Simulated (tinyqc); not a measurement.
Strained Delta valleys, repopulation and conductivity mass: one step of the calculation.

A cubic crystal with three pairs of conduction valleys along x, y and z under uniaxial stress X along [100] (X > 0 is tension); current along [010]. Non-degenerate electrons, fixed total density, one relaxation time for all valleys and stresses, masses unchanged by strain, so the mobility goes as the mean inverse mass.

Problem. Valley shifts and shares. Valley shift dE = Xu (n.e.n - trace(e)/3) with n the valley axis; share f proportional to exp(-dE/Vt).

Inputs (values chosen for the exercise): temperature T = 250 K; shear deformation potential Xu = 8.87 eV.

Constants: q = 1.602176634e-19 C, kB = 1.380649e-23 J/K, Vt = kB T/q. Results are converted to the units shown.

strain (%):

|  | x | y | z |
|---|---|---|---|
| x | -0.15120000 | 0.00000000 | 0.00000000 |
| y | 0.00000000 | 0.04200000 | 0.00000000 |
| z | 0.00000000 | 0.00000000 | 0.04200000 |

Wanted: dE; share f.

Solution.

| valley | dE (meV) | share f |
|---|---|---|
| x | -11.425 | 0.52556 |
| y | 5.712 | 0.23722 |
| z | 5.712 | 0.23722 |

The splitting is 17.1 meV, 0.80 Vt.

tinyqc, about 0.01 s, one thread, Intel Xeon 2.30GHz (shared host): `OMP_NUM_THREADS=1 python tinyqc.py 2530122 2530123 out.jsonl`
